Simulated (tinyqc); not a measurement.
# Series resistance and length offset from two lengths at two overdrives

Inverse problem. In strong inversion R W = Rsd + k(x)(L - dL), k(x) = (1 + th1 x)/(mu0 Cox x), x the overdrive, Cox = eps0 eox/tox, with Rsd and dL independent of x. Find dL, Rsd, mu0 and th1.

Parameters, values chosen for the exercise:
- eox = 3.9 (relative permittivity of the gate insulator (close to silicon dioxide))
- tox = 2 nm (insulator thickness)

Constants: eps0 = 8.8541878128e-14 F/cm where lengths are in cm. Results are converted to the units shown.

total resistance times width (ohm um):
```
                  L = 0.062 um  L = 1.2 um
overdrive 0.49 V    519.349154  3651.24995
overdrive 1.01 V    459.761105  2148.87040
```

Solution. At each overdrive R W is a straight line in L; the two lines cross at L = dL, R W = Rsd. Their slopes give k x = (1 + th1 x)/(mu0 Cox), a straight line in x.

dL = 0.01500 um
Rsd = 390.0 ohm um
mu0 = 480.0 cm^2/(V s)
th1 = 0.2400 1/V

tinyqc, about 0.01 s, one thread, Intel Xeon 2.30GHz (shared host): `OMP_NUM_THREADS=1 python tinyqc.py 2210024 2210025 out.jsonl`
